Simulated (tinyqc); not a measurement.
# Mobility and threshold from two currents

Inverse problem. In the linear region I = mu Cox (W/L) [(Vgs - VT) Vds - m Vds^2/2], Cox = eps0 eox/tox. Find mu and VT.

Inputs (values chosen for the exercise):
```
symbol  value  unit                                      meaning
eox      9.06        relative permittivity of the gate insulator
tox        14    nm                          insulator thickness
W          20    um                                   gate width
L         0.5    um                                  gate length
```

Constants: eps0 = 8.8541878128e-14 F/cm where lengths are in cm. Results are converted to the units shown.

I at Vgs = 1.15 and 1.65 V, Vds = 0.05 V (uA): 46.869556  109.89872
m = 1.0329104

Solution. The slope dI/dVgs is mu Cox (W/L) Vds; the line meets zero current at VT + m Vds/2.

mu = 110.0 cm^2/(V s)
VT = 0.7524 V

Computed by the program tinyqc: `OMP_NUM_THREADS=1 python tinyqc.py 2360109 2360110 out.jsonl`, one thread of a shared Intel Xeon 2.30GHz, about 0.07 s for the whole run.
